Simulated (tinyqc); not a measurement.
Convergence with the plane-wave basis: k.p theory built from an empirical-pseudopotential calculation at Gamma.

Empirical pseudopotential on the fcc lattice, atoms at +/- tau, tau = a (1,1,1)/8, no spin-orbit coupling. H(G,G') = c (2 pi/a)^2 |k + G|^2 delta + VS(q) cos(q.tau) + i VA(q) sin(q.tau), q = G - G', c = hbar^2/2m0; k and G in units of 2 pi/a; VS at |q|^2 = 3, 8, 11 and VA at 3, 4, 11, in rydberg, zero elsewhere. The basis holds all G with |G|^2 up to a cut-off. Energies are counted from the fourth level at Gamma.

For a multiplet A of d_A states, W(B) = (4 c/(3 d_A)) sum over n in A, m in B and i = x, y, z of |<n|G_i|m>|^2 (G in 1/angstrom, <n|G_i|m> = sum_G c_n(G)* G_i c_m(G)); the mean inverse mass of A is 1 + sum_B W(B)/(E_A - E_B). Multiplets with W = 0 are left out.

Valence parameters: D(u) = c + 4 c^2 sum_m <n|u.G|m><m|u.G|n'>/(0 - E_m) on the valence triplet, in units of c, has eigenvalues L, M, M along [100] and (L + 2M + 2N)/3, (L + 2M - N)/3 twice along [111]; g1 = -(L + 2M)/3, g2 = -(L - M)/6, g3 = -N/6.

Constants: hbar^2/2m0 = 3.80998211 eV angstrom^2; Ry = 13.60569312 eV.

Inputs chosen for the exercise (out of a larger set: near those of InAs; not measured data): a = 6.052 angstrom (lattice constant); VS = (-0.224, -0.002, 0.049) Ry (symmetric form factors); VA = (0.082, 0.052, 0.03) Ry (antisymmetric form factors).

E_s is the lowest empty singlet, Ep its W to the valence triplet, m its mass.

Results:

| cut-off | plane waves | E_s (eV) | Ep (eV) | m (m0) | g1 | g2 | g3 |
|---|---|---|---|---|---|---|---|
| 8 | 27 | 0.413 | 14.03 | 0.0286 | 12.52 | 5.37 | 5.96 |
| 11 | 51 | 0.352 | 14.39 | 0.0240 | 14.73 | 6.60 | 7.02 |
| 12 | 59 | 0.389 | 14.37 | 0.0264 | 13.49 | 5.92 | 6.39 |
| 16 | 65 | 0.377 | 14.43 | 0.0255 | 13.95 | 6.15 | 6.62 |
| 19 | 89 | 0.380 | 14.42 | 0.0257 | 13.84 | 6.10 | 6.56 |
| 20 | 113 | 0.399 | 14.41 | 0.0270 | 13.24 | 5.79 | 6.26 |
| 24 | 137 | 0.401 | 14.41 | 0.0271 | 13.18 | 5.76 | 6.23 |

How do the results move, and what explains it?

Against the last row, E_s errs most, by -0.048 eV, at cut-off 11, and by -0.002 eV in the last row but one. Ep varies by 2.8 % over the table and m by 17.3 %: the mass, near E_s/Ep, inherits the errors of both. Local form factors fix the converged values only roughly. The gap is a difference of two levels, so it need not converge steadily, and here it does not.

(tinyqc, `OMP_NUM_THREADS=1 python tinyqc.py 1050977 1050978 out.jsonl`, Intel(R) Xeon(R) Processor @ 2.30GHz, 1 thread, shared host, about 0.9 s.)
